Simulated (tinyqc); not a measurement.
Two-sublattice mean-field magnet: ferrimagnet, compensation points and susceptibility. Which input was changed? Computed by tinyqc, a small Python program. Command: `OMP_NUM_THREADS=1 python tinyqc.py 3000653 3000654 out.jsonl ferri which`. One thread of a shared host (Intel(R) Xeon(R) Processor @ 2.30GHz), about 0.04 s of CPU time with the checks.

A random alloy A(1-x)B(x) with H = -sum over pairs J S_i.S_j. a = <S_A> and b = <S_B> are taken along z, a > 0. Exchange fields: h_A = (1 - x) zJ_AA a + x zJ_AB b, h_B = (1 - x) zJ_AB a + x zJ_BB b; a = S_A B_(S_A)(S_A h_A/(k_B T)) and likewise for b, with the Brillouin function B_S(y) = [(2S + 1)/(2S)] coth[(2S + 1) y/(2S)] - [1/(2S)] coth[y/(2S)].

Inputs (values chosen for the exercise, for a model ferrimagnet):
```
quantity                 value  unit
spin S_A                   2.5     -
spin S_B                   1.5     -
g factor g_A               2.2     -
g factor g_B                 2     -
fraction x of B sites     0.27     -
z J_AA                      11   meV
z J_BB                    0.97   meV
z J_AB                    -4.2   meV
T over T_c                0.61     -
largest number of steps   3000     -
```

Constants: k_B = 8.617333262e-05 eV/K.

Method:
- Linearised, T (a, b) = M (a, b) with M_ij = S_i (S_i + 1) c_j zJ_ij/(3 k_B), c_A = 1 - x, c_B = x. T_c is the larger eigenvalue, and its eigenvector gives b/a at onset, (T_c - M_AA)/M_AB.
- Repeat from a = S_A, b = -S_B until a and b change by less than 1e-10.
- Net moment m = (1 - x) g_A a + x g_B b in mu_B per site; net spin s = (1 - x) a + x b. At T = 0, a = S_A and b = -S_B. Effective g = m/s.

Problem. One of these inputs alone was changed, within the range given: z J_BB (0.485 to 1.94); z J_AB (-8.4 to -2.1); g factor g_A (1.8 to 2.6); T over T_c (0.305 to 0.95). Which one, and to what value?

Results:
```
run              b  net moment m (mu_B)         a
before  -0.5224884             3.018539  2.055220
after   -0.3834577             3.083375  2.048843
```

Solution.

Each candidate set to reproduce b, and what it then gives:
```
candidate     range searched  value needed  net moment m (mu_B)       a
z J_BB (meV)   0.485 to 1.94  out of reach                    -       -
z J_AB (meV)    -8.4 to -2.1        -2.980               3.0834  2.0488
g factor g_A      1.8 to 2.6     no effect                    -       -
T over T_c     0.305 to 0.95        0.7335               2.6429  1.7746
```

Only z J_AB fits every result: it went from -4.2 to -2.98 meV. The next best candidate, T over T_c, misses one result by 14 %.
